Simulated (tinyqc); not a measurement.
MESFET, gradual channel with velocity saturation: one step of the calculation.

A uniformly doped n-type channel, depleted from the top by a Schottky gate; at channel potential V the depleted share of a is u = sqrt((Vbi - Vg + V)/Vp), s at the source. Electrons drift with v = mu E/(1 + mu E/vsat). Abrupt depletion edge, no series resistance, source at 0.

Task. Built-in and pinch-off voltages. Vbi = phiB - Vt ln(Nc/Nd); Vp = q Nd a^2/(2 eps0 eps_r); G0 = q mu Nd a W/L; Z = mu Vp/(vsat L); s = sqrt((Vbi - Vg)/Vp). VT = Vbi - Vp.

Values chosen for this exercise; material values those of a made-up semiconductor: temperature T = 300 K; relative permittivity of the semiconductor eps_r = 11.4; conduction-band density of states at T Nc = 2.55e18 cm^-3; donor density of the channel Nd = 5.6e16 cm^-3; channel thickness a = 320 nm; low-field mobility at this doping mu = 600 cm^2/(V s); saturation velocity vsat = 4.4e7 cm/s; gate length L = 5 um; gate width W = 300 um; Schottky barrier phiB = 1.22 V; gate voltage Vg = 0 V.

Constants: q = 1.602176634e-19 C, kB = 1.380649e-23 J/K, Vt = kB T/q, eps0 = 8.8541878128e-14 F/cm where lengths are in cm. Results are converted to the units shown.

Give: Vbi; Vp; VT; G0; Z; s.

Result.

Vbi = 1.1213 V
Vp = 4.5511 V
VT = -3.4298 V
G0 = 10.336 mS
Z = 0.12412
s = 0.49636

Z = 0.124: velocity saturation is a small correction.

Computed by the program tinyqc: `OMP_NUM_THREADS=1 python tinyqc.py 2500024 2500025 out.jsonl`, one thread of a shared Intel Xeon 2.30GHz, about 0.04 s for the whole run.
